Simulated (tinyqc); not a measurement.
Debye-Callaway model of lattice thermal conductivity. Changing the specularity p. Computed by tinyqc, a small Python program. Command: `OMP_NUM_THREADS=1 python tinyqc.py 3025882 3025883 out.jsonl callaway sweep`. One thread of a shared host (Intel(R) Xeon(R) Processor @ 2.30GHz), about 0.02 s of CPU time with the checks.

Three acoustic branches with one velocity v, cut at omega_D = k_B Theta/hbar; x = hbar omega/(k_B T). v and Theta are separate inputs: Theta cuts off the heat-carrying modes, so C need not reach 3 k_B/V. gamma is an effective value that sets the umklapp rate. Heat flows along the film.

Inputs (values chosen for the exercise, modelled on magnesium oxide): sound velocity v = 6740 m/s; Debye temperature Theta = 783 K; volume per atom V = 9.34 angstrom^3; mean atomic mass M = 20.15 u; effective Grueneisen parameter gamma = 3.97; umklapp exponent divisor b = 2.5; mass variance Gamma = 0.0005; film thickness t = 0.13 micrometre; normal-process factor f_N = 0.52; temperature T = 77 K.

Sample: film. Point defects: isotopes. Normal processes: included.

Constants: k_B = 1.380649e-23 J/K; hbar = 1.054571817e-34 J s; u = 1.6605390666e-27 kg.

Method:
- Gamma is given directly by the isotope mixture. A = V Gamma/(4 pi v^3).
- Rates: point defects A omega^4; umklapp B omega^2 T exp(-Theta/(b T)) with B = hbar gamma^2/(M v^2 Theta); normal processes f_N B omega^2 T (T/Theta)^2. Film: the bulk time tau of each mode, from the resistive rates above, is multiplied by the Fuchs-Sondheimer factor F = (3/2) int_0^1 (1 - u^2) [1 - (1 - p) (u/d) (1 - E)/(1 - p E)] du, with E = exp(-d/u), d = t/(v tau), by 48 Gauss-Legendre points in z with u = z^4; the boundary rate is defined as 1/(F tau) - 1/tau.
- kappa_1 = c int tau_C g dx, g = x^4 e^x/(e^x - 1)^2, c = (k_B/(2 pi^2 v)) (k_B T/hbar)^3, over 0 < x < min(Theta/T, 40), by 96 Gauss-Legendre points in s with x = x_max s^2; 1/tau_C = 1/tau_R + 1/tau_N; kappa_2 = c [int (tau_C/tau_N) g dx]^2 / int (tau_C/(tau_N tau_R)) g dx; kappa = kappa_1 + kappa_2.
- Heat capacity C = 3 c int g dx / v^2; grey free path 3 kappa/(C v); the median free path v tau_C halves kappa_1 when the quadrature points are ordered by free path (each counted at half its weight, interpolated in the logarithm); likewise at 10 % and 90 %.

One run for each value:
```
specularity p  kappa (W/(m K))  median free path (nm)  grey free path (nm)
0.00                      97.4                    294                  244
0.15                     115.1                    357                  288
0.30                     137.2                    440                  343
0.45                     166.1                    553                  415
0.60                     206.8                    724                  517
0.75                     272.0                   1026                  680
0.85                     349.0                   1432                  873
0.95                     527.6                   2615                 1320
```

Describe and explain the trends.

Over the rows, kappa (W/(m K)) rises from 97.4 to 528; median free path (nm) rises from 294 to 2620; grey free path (nm) rises from 244 to 1320. A specular reflection keeps the momentum along the flow, so only the share 1 - p of the wall hits resists; from the first row to the last kappa grows by a factor 5.41.
